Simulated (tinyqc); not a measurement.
Bulk resistivity and mean free path from two films.

Question. In the thick-film limit single-crystal films obey rho = rho0 (1 + 3 (1 - ps) lam/(8 d)). Find rho0, lam and the product rho0 lam.

Values chosen for this exercise:
```
symbol,value,unit,meaning
ps,0,,specular share of surface scattering
```

rho at d = 26 and 120 nm (uohm cm): 6.6238654  5.6808375

Answer. rho is a straight line in 1/d: the intercept is rho0 and the slope (3/8)(1 - ps) rho0 lam. Without ps only the product (1 - ps) lam could be found.

rho0 = 5.420 uohm cm
lam = 15.40 nm
rho0 lam = 83.47 uohm cm nm

tinyqc, about 0.01 s, one thread, Intel Xeon 2.30GHz (shared host): `OMP_NUM_THREADS=1 python tinyqc.py 2100101 2100102 out.jsonl`
